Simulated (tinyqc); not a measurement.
# Band bending at a free surface with a continuum of surface states, surface photovoltage and Kelvin probe: effects of single changes

n-type bulk, xi = Ec - EF = Vt ln(Nc/Nd), p0 = ni^2/Nd, ni = sqrt(Nc Nv) exp(-Eg/(2 Vt)), Eg in volts. b is the upward band bending, u = b/Vt. Space charge per area, in units of q: Qc = sign(b) sqrt((2 eps0 eps_r Vt/q) [(Nd + dn)(exp(-u) - 1) + Nd u + (p0 + dn)(exp(u) - 1)]), with dn the excess density under light (flat quasi-Fermi levels; 0 in the dark). The states hold -Ds (E0 - xi - b): negative while the Fermi level lies above the neutrality level. Neutrality: Qc + Qf + (charge of the states) = 0.

Values chosen for this exercise; band and dielectric values close to those of silicon:
- T = 300 K (temperature)
- Eg = 1.11 eV (band gap)
- eps_r = 11.8 (relative permittivity)
- Nc = 2.83e19 cm^-3 (conduction-band density of states at T)
- Nv = 2.66e19 cm^-3 (valence-band density of states at T)
- chi = 4 eV (electron affinity)
- Nd = 6.5e17 cm^-3 (donor density)
- Qf = 0 cm^-2 (fixed positive charge at the surface)
- pt = 4.97 eV (work function of the probe tip)
- Ds = 7.3e12 cm^-2 eV^-1 (density of surface states)
- E0 = 0.39 eV (depth of their neutrality level below the conduction edge)

Constants: q = 1.602176634e-19 C, kB = 1.380649e-23 J/K, Vt = kB T/q, eps0 = 8.8541878128e-14 F/cm where lengths are in cm. Results are converted to the units shown.

Each table varies one quantity; the others keep the values above.

## Pinning by the surface states

b solves the neutrality condition in the dark.

Results:
```
Ds (cm^-2 eV^-1)	b (V)	xi + b (eV)	Qc (cm^-2)
6.7e10	0.0015372	0.099094	1.9491e10
1.8e11	0.0041612	0.10172	5.1891e10
5.1e11	0.012034	0.10959	1.4301e11
3.9e12	0.095084	0.19264	7.6970e11
1.1e13	0.18638	0.28394	1.1666e12
2.9e13	0.24540	0.34296	1.3643e12
8.1e13	0.27452	0.37208	1.4519e12
```

Estimate the missing row, Ds = 1.4e12 cm^-2 eV^-1.

Computed row:
```
Ds (cm^-2 eV^-1)	b (V)	xi + b (eV)	Qc (cm^-2)
1.4e12	0.034417	0.13197	3.6124e11
```

With this row back in the table: b rises from 0.00154 to 0.275 V. The Fermi level moves towards E0 = 0.39 eV and is within 17.9 meV of it in the last row; it is half-way there at the Ds that solves Ds b = Qc(b) + Qf with b = (E0 - xi)/2, 6.91e12 cm^-2 eV^-1.

## Photovoltage against injection

Same model as above.

Under chopped light the surface charge keeps its dark value, so b falls to bL with Qc(bL, dn) = Qc(b, 0); the photovoltage is b - bL.

Result of one run:
```
dn (cm^-3)	bL (V)	photovoltage (mV)	share of b removed (%)
4.1e12	0.1511	0.05625	0.03720
```

What becomes of these results when the excess carrier density under light dn is changed from 4.1e12 to 1.9e16 cm^-3, all else the same?

Result of the changed run:
```
dn (cm^-3)	bL (V)	photovoltage (mV)	share of b removed (%)
1.9e16	0.1063	44.93	29.72
```

The whole series:
```
dn (cm^-3)	bL (V)	photovoltage (mV)	share of b removed (%)
9.1e8	0.1512	1.251e-5	8.275e-6
1.5e10	0.1512	2.062e-4	1.364e-4
2.5e11	0.1512	0.003437	0.002273
4.1e12	0.1511	0.05625	0.03720
6.9e13	0.1503	0.9155	0.6055
1.1e15	0.1410	10.18	6.733
1.9e16	0.1063	44.93	29.72
3.2e17	0.05701	94.19	62.29
5.2e18	0.01923	132.0	87.28
```

The photovoltage rises from 1.25e-5 to 132 mV, towards the full b = 151 mV. Its steepest rise is 40.2 mV a decade (Vt ln 10 = 59.5 mV), and it reaches 87.3 % of b in the last row: even strong light does not flatten the bands fully, so a saturation reading understates b. For dn = 5.2e18 the injection is high, and a Dember voltage, left out here, adds to the signal.

## Kelvin-probe contrast of the doping

Same model as above.

Work function chi + xi + b; contact potential difference CPD = (work function of the sample) - pt.

Result of one run:
```
Nd (cm^-3)	xi (eV)	b (V)	CPD (mV)
2.5e18	0.062732	0.10567	-801.59
```

What becomes of these results when the donor density Nd is changed from 2.5e18 to 4.9e14 cm^-3, all else the same?

Result of the changed run:
```
Nd (cm^-3)	xi (eV)	b (V)	CPD (mV)
4.9e14	0.28344	0.10350	-583.06
```

The whole series:
```
Nd (cm^-3)	xi (eV)	b (V)	CPD (mV)
8.8e13	0.32783	0.061267	-580.90
4.9e14	0.28344	0.10350	-583.06
2.7e15	0.23932	0.14192	-588.76
1.5e16	0.19499	0.17186	-603.15
8.1e16	0.15139	0.18282	-635.79
4.5e17	0.10706	0.16094	-702.00
2.5e18	0.062732	0.10567	-801.59
```

xi falls by 265 mV over the table and the CPD by 221 mV; b goes from 0.0613 through a maximum of 0.183 (at Nd = 8.1e16 cm^-3 among the rows listed) to 0.106 V. Between the first two rows the CPD follows 4.86 % of the change of xi, and between the last two 225 %. It is below 100 % where b rises with the doping (pinning hides it). It exceeds 100 % where b falls as the doping rises.

tinyqc, about 0.01 s, one thread, Intel Xeon 2.30GHz (shared host): `OMP_NUM_THREADS=1 python tinyqc.py 2430152 2430153 out.jsonl`
